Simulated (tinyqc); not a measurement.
# Dopant mobility from one pulse

Question. With linear drift and no window, R = Ron x + Roff (1 - x), dx/dt = k i, k = mv Ron/D^2, and so R^2 = R0^2 - 2 k (Roff - Ron) phi after the flux phi. Find x0, k, mv and the charge passed.

Values chosen for this exercise:
- Ron = 200 ohm (resistance of the fully doped film)
- Roff = 40000 ohm (resistance of the undoped film)
- D = 15 nm (film thickness)

R before and after a pulse of flux 0.13 V s (ohm): [26866.000, 18062.624]

Answer. R^2 is linear in the flux and R is linear in the charge.

x0 = 0.330
k = 3.82e4 1/C
mv = 4.30e-14 m^2/(V s)
charge = 5.79 uC

Numbers from tinyqc (`OMP_NUM_THREADS=1 python tinyqc.py 2880115 2880116 out.jsonl`; about 0.2 s on one thread of a shared Intel Xeon 2.30GHz).
